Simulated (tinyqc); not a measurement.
CIS on RHF in the 3-21g basis, for H2, spin multiplicity 1, step by step. One step of it, computed by the program tinyqc.

Problem. CIS matrix, triplets. A(ia,jb) = (e_a - e_i) d_ij d_ab - (ij|ab).

orbital energies (hartree): [-0.525272, 0.190933, 1.062022, 1.304813]

Two-electron integrals over orbitals (pq|rs), unique and non-zero (hartree):
```
(11|11) 0.577202    (21|21) 0.113727    (22|11) 0.458104    (22|22) 0.421881
(31|11) 0.132859    (31|22) 0.071204    (31|31) 0.096018    (32|21) 0.013084
(32|32) 0.038921    (33|11) 0.528702    (33|22) 0.427538    (33|31) 0.125913
(33|33) 0.509567    (41|21) -0.079563   (41|32) -0.051609   (41|41) 0.107189
(42|11) -0.135549   (42|22) -0.073806   (42|31) -0.082328   (42|33) -0.125130
(42|42) 0.083379    (43|21) -0.127549   (43|32) -0.043090   (43|41) 0.127157
(43|43) 0.186310    (44|11) 0.583825    (44|22) 0.470024    (44|31) 0.172995
(44|33) 0.563649    (44|42) -0.164449   (44|44) 0.652512
```

Give: CIS matrix A, triplet.

Solution.

CIS matrix A, triplet (hartree), order 1>2, 1>3, 1>4:
```
[[0.258, 0.000, 0.136],
 [0.000, 1.059, 0.000],
 [0.136, 0.000, 1.246]]
```
